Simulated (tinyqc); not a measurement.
Stretching all distances: RHF, UHF, MP2, CISD and CCSD against full CI in the 6-31g basis, for H4, spin multiplicity 1. Computed by the program tinyqc with PySCF. Command: `OMP_NUM_THREADS=1 python tinyqc.py 112744 112745 out.jsonl`; one thread of a shared host (Intel(R) Xeon(R) Processor @ 2.60GHz), about 20 s.

Geometry (angstrom):
```
atom       x       y       z
H     0.0000  0.0000  0.0000
H     0.0000  0.0000  0.7930
H     0.0000  0.0000  1.6970
H     0.0000  0.0000  2.4900
```

All coordinates are multiplied by the scale. c0^2 is the weight of the RHF determinant in the lowest singlet FCI state (UHF is spin-contaminated and may lie near states of higher spin) and n(LUMO) the first natural occupation beyond the occupied space.

Full CI energy (hartree) and errors against it (kcal/mol):
```
scale   distance 1-2 (angstrom)     E(FCI)       RHF      UHF      MP2     CISD     CCSD  <S^2> UHF    c0^2  n(LUMO)
0.9600                   0.7613  -2.237566   32.8579  32.8579   9.1779   0.4851   0.1620     0.0000  0.9690   0.0391
1.1700                   0.9278  -2.246429   37.3774  37.3774  11.9884   0.7501   0.1579     0.0000  0.9536   0.0618
1.3800                   1.0943  -2.212629   43.7670  43.7670  15.9866   1.3075   0.1708     0.0000  0.9290   0.0954
1.5900                   1.2609  -2.167785   52.5150  46.9871  21.5096   2.3812   0.2065     0.5539  0.8922   0.1426
1.8000                   1.4274  -2.124384   63.8675  42.7773  28.7251   4.2543   0.2477     0.9900  0.8410   0.2051
2.0000                   1.5860  -2.088772   77.1677  35.3603  37.1616   7.0499   0.2472     1.3072  0.7791   0.2783
2.2100                   1.7525  -2.058875   93.5667  26.6202  47.4026  11.2326   0.1210     1.5521  0.7036   0.3660
2.4200                   1.9191  -2.036607  111.9468  18.7168  58.4681  16.6466  -0.2508     1.7188  0.6241   0.4586
2.6300                   2.0856  -2.020976  131.5075  12.4976  69.4886  22.8314  -0.9776     1.8265  0.5483   0.5490
```

UHF parts from RHF first at scale 1.59 of those listed, where <S^2> leaves zero. The weight c0^2 goes from 0.97 to 0.55 and n(LUMO) from 0.04 to 0.55: static correlation grows as the bonds break into open-shell fragments. The spread of the error along the curve, which distorts its shape, is CCSD 1.2, CISD 22.3, UHF 34.5, MP2 60.3, RHF 98.6 kcal/mol. Below FCI somewhere: CCSD, as non-variational methods may be.
